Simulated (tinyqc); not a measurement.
Worked calculation: CID on RHF in the sto-6g basis, for H4, spin multiplicity 1. Computed by tinyqc, a small Python program that keeps every step (integrals from PySCF). Settings: charge = 0, multiplicity = 1, basis = sto-6g, method = RHF, energy threshold = 1e-10, iteration cap = 54, orthogonalisation = symmetric, start = core, DIIS depth = 6, ci = CID. Command: `OMP_NUM_THREADS=1 python tinyqc.py 29512 29513 out.jsonl` (the two numbers bound the seeds that draw the settings). One thread of a shared host (Intel(R) Xeon(R) Processor @ 2.60GHz), about 0.09 s of CPU time with the checks. The early iterations of the SCF are left out here.

## One-electron integrals

Geometry (angstrom):
```
atom       x       y       z
H     0.0000  0.0000  0.0000
H     0.0000  0.0000  0.7830
H     0.0000  0.0000  2.6290
H     0.0000  0.0000  3.4120
```

Basis sto-6g: exponents (1/bohr^2) and contraction coefficients of normalised primitives:
```
element  l (shell)  exponent  coefficient
H            s (1)   35.5232       0.0092
H            s (1)    6.5131       0.0494
H            s (1)    1.8221       0.1685
H            s (1)    0.6260       0.3706
H            s (1)    0.2431       0.4165
H            s (1)    0.1001       0.1303
```

Overlap, kinetic and nuclear-attraction integrals over the contracted functions; the nuclear repulsion is the sum of Za Zb / Rab.

nuclear repulsion = 2.195990 hartree

overlap S, order 1H 1s, 2H 1s, 3H 1s, 4H 1s:
```
[[1.0000, 0.6317, 0.0418, 0.0102],
 [0.6317, 1.0000, 0.1529, 0.0418],
 [0.0418, 0.1529, 1.0000, 0.6317],
 [0.0102, 0.0418, 0.6317, 1.0000]]
```

kinetic energy T (hartree), order 1H 1s, 2H 1s, 3H 1s, 4H 1s:
```
[[0.7685, 0.2102, -0.0089, -0.0032],
 [0.2102, 0.7685, -0.0092, -0.0089],
 [-0.0089, -0.0092, 0.7685, 0.2102],
 [-0.0032, -0.0089, 0.2102, 0.7685]]
```

nuclear attraction V (hartree), order 1H 1s, 2H 1s, 3H 1s, 4H 1s:
```
[[-2.2229, -1.3836, -0.0739, -0.0175],
 [-1.3836, -2.3542, -0.2748, -0.0739],
 [-0.0739, -0.2748, -2.3542, -1.3836],
 [-0.0175, -0.0739, -1.3836, -2.2229]]
```

core Hamiltonian H = T + V (hartree), order 1H 1s, 2H 1s, 3H 1s, 4H 1s:
```
[[-1.4544, -1.1734, -0.0828, -0.0207],
 [-1.1734, -1.5857, -0.2841, -0.0828],
 [-0.0828, -0.2841, -1.5857, -1.1734],
 [-0.0207, -0.0828, -1.1734, -1.4544]]
```

## Two-electron integrals

Functions are numbered as in S; the eight-fold symmetry (ij|kl) = (ji|kl) = (kl|ij) leaves the list below.

Two-electron integrals (ij|kl) in chemists' order, unique and non-zero (hartree):
```
(11|11) 0.7750     (21|11) 0.4202     (21|21) 0.2697     (22|11) 0.5539
(22|21) 0.4202     (22|22) 0.7750     (31|11) 0.0166     (31|21) 0.0119
(31|22) 0.0213     (31|31) 0.0008     (32|11) 0.0487     (32|21) 0.0379
(32|22) 0.0742     (32|31) 0.0030     (32|32) 0.0123     (33|11) 0.2012
(33|21) 0.1500     (33|22) 0.2849     (33|31) 0.0166     (33|32) 0.0742
(33|33) 0.7750     (41|11) 0.0034     (41|21) 0.0025     (41|22) 0.0044
(41|31) 1.75e-04   (41|32) 0.0007     (41|33) 0.0044     (41|41) 4.10e-05
(42|11) 0.0113     (42|21) 0.0086     (42|22) 0.0166     (42|31) 0.0007
(42|32) 0.0030     (42|33) 0.0213     (42|41) 1.75e-04   (42|42) 0.0008
(43|11) 0.1110     (43|21) 0.0810     (43|22) 0.1500     (43|31) 0.0086
(43|32) 0.0379     (43|33) 0.4202     (43|41) 0.0025     (43|42) 0.0119
(43|43) 0.2697     (44|11) 0.1551     (44|21) 0.1110     (44|22) 0.2012
(44|31) 0.0113     (44|32) 0.0487     (44|33) 0.5539     (44|41) 0.0034
(44|42) 0.0166     (44|43) 0.4202     (44|44) 0.7750
```

## Orthogonalisation

S = U s U^T; symmetric (Loewdin) form X = U s^(-1/2) U^T, so that X^T S X = 1.

eigenvalues of S: [0.3243, 0.4042, 1.5126, 1.7589]

X, order 1H 1s, 2H 1s, 3H 1s, 4H 1s:
```
[[1.2173, -0.4376, 0.0305, -0.0107],
 [-0.4376, 1.2308, -0.1105, 0.0305],
 [0.0305, -0.1105, 1.2308, -0.4376],
 [-0.0107, 0.0305, -0.4376, 1.2173]]
```

## Starting guess

The start is the orbitals of the core Hamiltonian; D = 2 C_occ C_occ^T.

D at the start, order 1H 1s, 2H 1s, 3H 1s, 4H 1s:
```
[[0.3562, 0.5730, -0.0714, -0.0782],
 [0.5730, 0.9305, -0.0255, -0.0714],
 [-0.0714, -0.0255, 0.9305, 0.5730],
 [-0.0782, -0.0714, 0.5730, 0.3562]]
```

## Iteration 5 (converged): orbitals

converged F (hartree), order 1H 1s, 2H 1s, 3H 1s, 4H 1s:
```
[[-0.3477, -0.5784, -0.0506, -0.0088],
 [-0.5784, -0.3557, -0.1183, -0.0506],
 [-0.0506, -0.1183, -0.3557, -0.5784],
 [-0.0088, -0.0506, -0.5784, -0.3477]]
```

Diagonalise F' = X^T F X, C = X C', fill 2 alpha and 2 beta electrons from the bottom; D = 2 C_occ C_occ^T. Each column has its largest component positive (the first on a tie).

F' = X^T F X (hartree):
```
[[0.0320, -0.6020, 0.0389, -0.0116],
 [-0.6020, 0.0405, -0.1208, 0.0389],
 [0.0389, -0.1208, 0.0405, -0.6020],
 [-0.0116, 0.0389, -0.6020, 0.0320]]
```

orbital energies (hartree): [-0.5953, -0.5412, 0.5355, 0.7461]

coefficients C, order 1H 1s, 2H 1s, 3H 1s, 4H 1s:
```
[[0.3634, 0.4183, 0.8239, -0.8297],
 [0.3903, 0.3947, -0.7471, 0.9237],
 [0.3903, -0.3947, -0.7471, -0.9237],
 [0.3634, -0.4183, 0.8239, 0.8297]]
```

D after iteration 5, order 1H 1s, 2H 1s, 3H 1s, 4H 1s:
```
[[0.6141, 0.6139, -0.0466, -0.0859],
 [0.6139, 0.6162, -0.0070, -0.0466],
 [-0.0466, -0.0070, 0.6162, 0.6139],
 [-0.0859, -0.0466, 0.6139, 0.6141]]
```

## Convergence

Stop when the energy changes by less than 1e-10 hartree and every element of the error matrix X^T (F D S - S D F) X is below 3e-06.

Course of the cycle:
```
iteration  E (hartree)     change  largest element of the error matrix
1            -2.182988          -                             2.54e-01
2            -2.239781  -5.68e-02                             1.00e-02
3            -2.239876  -9.47e-05                             4.43e-04
4            -2.239876  -2.01e-07                             6.27e-06
5            -2.239876  -3.36e-11                             2.53e-06
```

PySCF RHF in the same basis = -2.239876 hartree

Converged in 5 iterations.

## Populations, bond orders and dipole

Mulliken: Z minus the diagonal of D S on the atom; Loewdin: the same with S^(1/2) D S^(1/2); Mayer order: 2 sum_s sum (D(s) S)_ij (D(s) S)_ji over the two atoms.

Charges (e):
```
atom  Mulliken  Loewdin
1H      0.0010  -0.0012
2H     -0.0010   0.0012
3H     -0.0010   0.0012
4H      0.0010  -0.0012
```

Mayer bond orders:
```
pair      order
2-1      0.9934
3-1   -3.54e-04
3-2      0.0070
4-1      0.0070
4-2   -3.54e-04
4-3      0.9934
```

dipole moment about the origin, x y z (debye): [0.0000, 0.0000, 0.0000]

## Integrals over molecular orbitals

(pq|rs) = sum C_ip C_jq C_kr C_ls (ij|kl), one index at a time.

one-electron integrals over orbitals h = C^T H C (hartree):
```
[[-1.6716, 0.0000, 0.0813, 0.0000],
 [0.0000, -1.6278, 0.0000, -0.0823],
 [0.0813, 0.0000, -0.9969, 0.0000],
 [0.0000, -0.0823, 0.0000, -0.8516]]
```

Two-electron integrals over orbitals (pq|rs), unique and non-zero (hartree):
```
(11|11) 0.4334    (21|21) 0.2293    (22|11) 0.4361    (22|22) 0.4437
(31|11) -0.0249   (31|22) -0.0066   (31|31) 0.0983    (32|21) 0.0432
(32|32) 0.0893    (33|11) 0.4285    (33|22) 0.4316    (33|31) -0.0113
(33|33) 0.4469    (41|21) 0.0062    (41|32) -0.0826   (41|41) 0.0867
(42|11) 0.0349    (42|22) 0.0187    (42|31) -0.0984   (42|33) 0.0165
(42|42) 0.1022    (43|21) -0.2216   (43|32) -0.0446   (43|41) -0.0040
(43|43) 0.2354    (44|11) 0.4453    (44|22) 0.4479    (44|31) -0.0285
(44|33) 0.4594    (44|42) 0.0380    (44|44) 0.4809
```

## CID: determinants and Hamiltonian

Hartree-Fock energy = -2.239876 hartree

Slater-Condon rules over spin orbitals, with the nuclear repulsion added and E(HF) subtracted on the diagonal. Only determinants linked to the reference directly or through others are kept (one block of an abelian symmetry group), so some states are absent.

Occupation strings over the orbitals (2 doubly, a alpha, b beta, 0 empty; spin orbitals ordered 1a 1b 2a 2b ...): 2200 aabb 2020 abab 2002 abba baab 0220 baba 0202 bbaa

H - E(HF) between determinants (hartree), order 2200, aabb, 2020, abab, 2002, abba, baab, 0220, baba, 0202, bbaa:
```
[[0.0000, 0.0158, 0.0893, 0.0826, 0.1022, -0.0984, -0.0984, 0.0983, 0.0826, 0.0867, 0.0158],
 [0.0158, 1.4721, -0.0826, -0.0893, 0.0984, -0.1022, -0.0983, 0.0984, -0.0867, -0.0826, 0.0000],
 [0.0893, -0.0826, 1.4964, -0.1389, 0.2354, 0.2216, 0.2216, 0.2293, -0.1389, 0.0000, -0.0826],
 [0.0826, -0.0893, -0.1389, 1.7363, -0.2216, -0.2354, -0.2293, -0.2216, 0.0000, -0.1389, -0.0867],
 [0.1022, 0.0984, 0.2354, -0.2216, 1.9116, 0.1231, 0.1231, 0.0000, -0.2216, 0.2293, 0.0984],
 [-0.0984, -0.1022, 0.2216, -0.2354, 0.1231, 1.7608, 0.0000, 0.1231, -0.2293, 0.2216, -0.0983],
 [-0.0984, -0.0983, 0.2216, -0.2293, 0.1231, 0.0000, 1.7608, 0.1231, -0.2354, 0.2216, -0.1022],
 [0.0983, 0.0984, 0.2293, -0.2216, 0.0000, 0.1231, 0.1231, 1.6247, -0.2216, 0.2354, 0.0984],
 [0.0826, -0.0867, -0.1389, 0.0000, -0.2216, -0.2293, -0.2354, -0.2216, 1.7363, -0.1389, -0.0893],
 [0.0867, -0.0826, 0.0000, -0.1389, 0.2293, 0.2216, 0.2216, 0.2354, -0.1389, 1.9891, -0.0826],
 [0.0158, 0.0000, -0.0826, -0.0867, 0.0984, -0.0983, -0.1022, 0.0984, -0.0893, -0.0826, 1.4721]]
```

## CID: roots

Diagonalise (each vector has its largest component positive (the first on a tie)); all determinants have Ms = 0, so triplets appear too. The lowest singlet root is the correlation energy. The Davidson correction is (1 - c0^2) E_corr, c0 the coefficient of the reference.

lowest roots of this matrix, relative to E(HF) (hartree): [-0.0445, 1.0653, 1.0956, 1.4717, 1.4720, 1.7350, 1.7371, 1.7622]

lowest vectors, order 2200, aabb, 2020, abab, 2002, abba, baab, 0220, baba, 0202, bbaa:
```
[[0.9859, 0.0125, 0.0000, 0.1474],
 [-0.0069, 0.2586, 0.4082, -0.1157],
 [-0.0671, 0.6064, 0.0000, 0.5925],
 [-0.0546, -0.1178, 0.4082, 0.3429],
 [-0.0570, -0.3280, 0.0000, 0.1599],
 [0.0616, -0.1408, 0.4082, -0.2272],
 [0.0616, -0.1408, 0.4082, -0.2272],
 [-0.0646, -0.4926, 0.0000, 0.4857],
 [-0.0546, -0.1178, 0.4082, 0.3429],
 [-0.0496, 0.2841, 0.0000, 0.0253],
 [-0.0069, 0.2586, 0.4082, -0.1157]]
```

<S^2> of these roots: [0.0000, 0.0000, 6.0000, 0.0000, 2.0000, 2.0000, 0.0000, 2.0000]

weight of the ground state by excitation level 0, 1, 2, ...: [0.9720, 0.0000, 0.0280]

Davidson correction = -0.001246 hartree
